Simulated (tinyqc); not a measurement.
Quantum well in an electric field by finite differences: one step. Lowest levels on the coarse grid. Three cases, with inputs chosen for the exercise.

Task: Diagonalise the symmetric tridiagonal matrix; give the three lowest levels and the weights u_i^2 (sum 1) of the two lowest.

Case 1.

diagonal H_ii (eV): 0.385249  0.389749  0.394249  0.410882  0.162379  0.184743  0.189243  0.175879  0.433382  0.425749  0.430249  0.434749

H_(i,i+1) (eV): -0.063500  -0.063500  -0.063500  -0.075632  -0.093496  -0.093496  -0.093496  -0.075632  -0.063500  -0.063500  -0.063500

Case 2.

diagonal H_ii (eV): 0.404516  0.406436  0.407356  0.223292  0.224229  0.226149  0.228069  0.229989  0.232892  0.420796  0.423716  0.425636

H_(i,i+1) (eV): -0.115538  -0.115538  -0.114538  -0.113555  -0.113555  -0.113555  -0.113555  -0.113555  -0.114538  -0.115538  -0.115538

Case 3.

diagonal H_ii (eV): 0.491482  0.499932  0.513000  0.201135  0.214651  0.223101  0.226485  0.555250  0.559082  0.567532

H_(i,i+1) (eV): -0.099753  -0.099753  -0.104372  -0.109438  -0.109438  -0.109438  -0.104372  -0.099753  -0.099753

Give: levels; weights on the points.

Result:

Case 1.

levels (eV): 0.0253  0.1017  0.2122

weights on the points:
```
             1      2      3      4      5      6      7      8      9     10     11     12
level 1  0.000  0.000  0.000  0.008  0.202  0.342  0.301  0.142  0.005  0.000  0.000  0.000
level 2  0.000  0.000  0.001  0.024  0.368  0.072  0.136  0.376  0.021  0.001  0.000  0.000
```

Case 2.

levels (eV): 0.0178  0.0686  0.1422

weights on the points:
```
             1      2      3      4      5      6      7      8      9     10     11     12
level 1  0.000  0.001  0.009  0.088  0.194  0.253  0.233  0.153  0.061  0.006  0.001  0.000
level 2  0.001  0.005  0.032  0.213  0.200  0.023  0.056  0.235  0.204  0.028  0.004  0.000
```

Case 3.

levels (eV): 0.0327  0.1262  0.2522

weights on the points:
```
             1      2      3      4      5      6      7      8      9     10
level 1  0.000  0.001  0.011  0.207  0.361  0.296  0.120  0.005  0.000  0.000
level 2  0.000  0.003  0.031  0.360  0.059  0.162  0.360  0.024  0.001  0.000
```

Computed by tinyqc, one run a case: `OMP_NUM_THREADS=1 python tinyqc.py N N+1 out.jsonl` with N = 1282281, 1282614, 1282617; one thread of a shared Intel(R) Xeon(R) Processor @ 2.30GHz, about 0.03 s a run at most.
